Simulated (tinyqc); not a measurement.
Piezoresistors in the (001) plane of a cubic crystal: effect of the direction of the resistor.

Plane stress in crystal axes x = [100], y = [010]. First-order piezoresistance: d rho_xx/rho = p11 sxx + p12 syy, d rho_yy/rho = p12 sxx + p11 syy, d rho_xy/rho = p44 sxy; a resistor along d = (cos th, sin th) changes by dR/R = d.(d rho/rho).d. Changes of geometry and second-order terms are left out.

For uniaxial stress along or across the current: pL = p11 - (A/2) sin^2(2 th), pT = p12 + (A/2) sin^2(2 th), A = p11 - p12 - p44. dR/R is for the given stress.

Inputs (values chosen for the exercise); coefficients close to those of lightly doped n-type silicon:
- p11 = -108 x 1e-11/Pa (piezoresistive coefficient)
- p12 = 52.8 x 1e-11/Pa (piezoresistive coefficient)
- p44 = -13 x 1e-11/Pa (piezoresistive coefficient)
- Sx = -183 MPa (stress sxx)
- Sy = -132 MPa (stress syy)
- St = -41 MPa (shear stress sxy)

Result of one run:
```
pL (1e-11/Pa)	pT (1e-11/Pa)	pL - pT (1e-11/Pa)	dR/R (%)
-89.53	34.33	-123.8	5.409
```

Which angle of the current from [100] th gave this result: 0, 10, 60 or 75 deg?

th = 75 deg.

The whole series:
```
th (deg)	pL (1e-11/Pa)	pT (1e-11/Pa)	pL - pT (1e-11/Pa)	dR/R (%)
0	-108.0	52.80	-160.8	12.79
10	-99.36	44.16	-143.5	12.73
20	-77.47	22.27	-99.73	12.18
30	-52.58	-2.625	-49.95	11.21
45	-34.10	-21.10	-13.00	9.227
60	-52.58	-2.625	-49.95	7.105
75	-89.53	34.33	-123.8	5.409
90	-108.0	52.80	-160.8	4.594
```

The sum pL + pT = p11 + p12 = -55.2 holds in every row. |pL - pT|, which sets the output of a bridge under uniaxial stress, is largest at 0 and 90 degrees (161) and is 13.0 at 45 degrees. The change dR/R falls from 12.8 to 4.59 %.

Numbers from tinyqc (`OMP_NUM_THREADS=1 python tinyqc.py 2530083 2530084 out.jsonl`; about 0.01 s on one thread of a shared Intel Xeon 2.30GHz).
